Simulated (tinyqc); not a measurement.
What moves the results: linear model of a band gap against the share of exact exchange. A value that a table varies takes the place of the one given here.

E(alpha) = E0 + S alpha. A wider gap screens less, modelled in the Penn form eps(alpha) = 1 + (e0 - 1)(EP/(EP + S alpha))^2 with a scale EP chosen for the exercise. A dielectric-dependent hybrid takes alpha = 1/eps.

Parameters, chosen for this exercise (of the order of those of diamond; not measured data):
- E0 = 4.16 eV (gap of the semi-local functional)
- S = 7.96 eV (slope dE/d(alpha))
- e0 = 6.38 (optical dielectric constant at alpha = 0)
- EP = 28.8 eV (energy scale of the screening)
- Et = 5.45 eV (target gap)

## Sweep of alpha

Also the exciton scale relative to alpha = 0, (m/m(0))(eps(0)/eps)^2, with a mass proportional to E + D, D = E0/2 + 0.3 eV, a k.p rule for direct gaps only.

Results:

| alpha | E (eV) | eps | alpha eps | exciton scale |
|---|---|---|---|---|
| 0.00 | 4.160 | 6.380 | 0.000 | 1.00 |
| 0.05 | 4.558 | 6.234 | 0.312 | 1.11 |
| 0.10 | 4.956 | 6.094 | 0.609 | 1.23 |
| 0.15 | 5.354 | 5.960 | 0.894 | 1.36 |
| 0.20 | 5.752 | 5.831 | 1.166 | 1.49 |
| 0.25 | 6.150 | 5.707 | 1.427 | 1.63 |
| 0.35 | 6.946 | 5.473 | 1.915 | 1.94 |
| 0.50 | 8.140 | 5.153 | 2.576 | 2.47 |

alpha eps reaches 1 between alpha = 0.15 and 0.2 (fixed point 0.169), and the target gap is met between 0.15 and 0.2. At the fixed point the gap is 5.51 eV, +0.06 eV from the target. From 0 to 0.25 the gap grows by 1.99 eV while eps falls by 11 %; the exciton scale, which takes both, grows by a factor of 1.63 (formal for an indirect gap).

## What each parameter does

Fixed point alpha = 1/eps(alpha), gap and eps there. Each row changes one parameter from the base and keeps the others.

Results:

| case | alpha | E (eV) | eps |
|---|---|---|---|
| base | 0.1692 | 5.507 | 5.910 |
| E0 = 4.576 eV | 0.1692 | 5.923 | 5.910 |
| S = 7.164 eV | 0.1679 | 5.363 | 5.957 |
| e0 = 5.742 | 0.1893 | 5.667 | 5.282 |
| EP = 31.68 eV | 0.1680 | 5.497 | 5.953 |

The largest shifts from the base row, up to three for each result and ties (the steps differ in size, so this ranks the rows, not the parameters). alpha: e0 +0.0201, S -0.0013, EP -0.0012; unchanged at the printed digits by E0. E (eV): E0 +0.416, e0 +0.160, S -0.144. eps: e0 -0.628, S +0.047, EP +0.043; unchanged at the printed digits by E0.

tinyqc: `OMP_NUM_THREADS=1 python tinyqc.py 1850548 1850549 out.jsonl`; about 0.01 s, one thread, shared Intel(R) Xeon(R) Processor @ 2.30GHz.
